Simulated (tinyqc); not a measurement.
Floating body of a partially depleted SOI transistor: body voltage and kink: one step of the calculation.

Source at 0 V. Channel current Ic = 2 nf K Vt^2 [F(0) - F(Vd)](1 + la Vd), F(V) = ln^2(1 + exp((Vg - VT - nf V)/(2 nf Vt))), VT = VT0 - gb Vb. Saturation voltage Vs = 2 Vt sqrt(F(0)) + 3 Vt, excess Ve = (Vd - Vs + sqrt((Vd - Vs)^2 + 0.0004 V^2))/2, multiplication M1 = Ai Ve exp(-Bl/Ve). Each junction passes D(v) = J1 (exp(v/Vt) - 1) + J2 (exp(v/(2 Vt)) - 1). Bipolar current Ib = bb J1 (exp(Vb/Vt) - 1). The body settles where M1 (Ic + Ib) = D(Vb) + D(Vb - Vd) + Vb/Rb; drain current Id = (1 + M1)(Ic + Ib) - D(Vb - Vd).

Question. New Vb. Current into the body I_in = M1 (Ic + Ib) - D(Vb - Vd), current out I_out = D(Vb) + Vb/Rb; f = ln(I_in/I_out), s = df/dVb by central differences over 1e-5 V, Vb(new) = Vb - f/s.

Values chosen for this exercise; values of the order met in partially depleted silicon-on-insulator transistors: temperature T = 358 K; threshold at zero body voltage VT0 = 0.42 V; fall of the threshold per volt of body voltage gb = 0.27; slope factor nf = 1.17; gain factor per width K = 580 uA/(V^2 um); channel-length modulation factor la = 0.09 1/V; impact-ionisation prefactor Ai = 1.28 1/V; impact-ionisation voltage Bl = 6.3 V; diffusion saturation current of each junction J1 = 4.2e-10 uA/um; recombination saturation current of each junction J2 = 1.1e-7 uA/um; gain of the lateral bipolar transistor on the diffusion current bb = 3; resistance of a weak body tie to the source (1e9 stands for no tie, and the term is then dropped) Rb = 1e9 kohm um; gate voltage Vg = 0.8 V; drain voltage Vd = 2.3 V.

Constants: q = 1.602176634e-19 C, kB = 1.380649e-23 J/K, Vt = kB T/q. Results are converted to the units shown.

Vb at the start = 0.82 V

Give: Ic; Ve; M1; I_in; I_out; f; s; Vb after iteration 1.

Answer.

Ic = 108.21 uA/um
Ve = 1.6935 V
M1 = 0.052523
I_in = 28.822 uA/um
I_out = 146.92 uA/um
f = -1.6287
s = -6.8508 1/V
Vb after iteration 1 = 0.58226 V

Range of the model: The multiplication law is an empirical form chosen for the exercise; self-heating and capacitive coupling to the body are left out, and the linear laws are rough once Vb passes about 0.7 V or M1 about 0.1.

tinyqc, about 0.2 s, one thread, Intel Xeon 2.30GHz (shared host): `OMP_NUM_THREADS=1 python tinyqc.py 2182119 2182120 out.jsonl`
